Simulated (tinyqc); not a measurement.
Length offset and series resistance from crossing lines.

Question. R_total = Rs + k (L - dL)/Vo with constant Rs, dL and k. Find k, dL and Rs.

R_total at (L, Vo) = (45, 0.35), (135, 0.35), (45, 0.98) and (135, 0.98), L in nm and Vo in V (ohm um): 632.74286  1995.6000  309.55102  796.28571

Solution. At each overdrive R is a straight line in L with slope k/Vo; the two lines cross at L = dL, R = Rs.

k = 5.300 ohm um V/nm
dL = 11.80 nm
Rs = 130.0 ohm um

Program tinyqc, `OMP_NUM_THREADS=1 python tinyqc.py 2282249 2282250 out.jsonl`; Intel Xeon 2.30GHz, shared host, one thread, about 0.04 s.
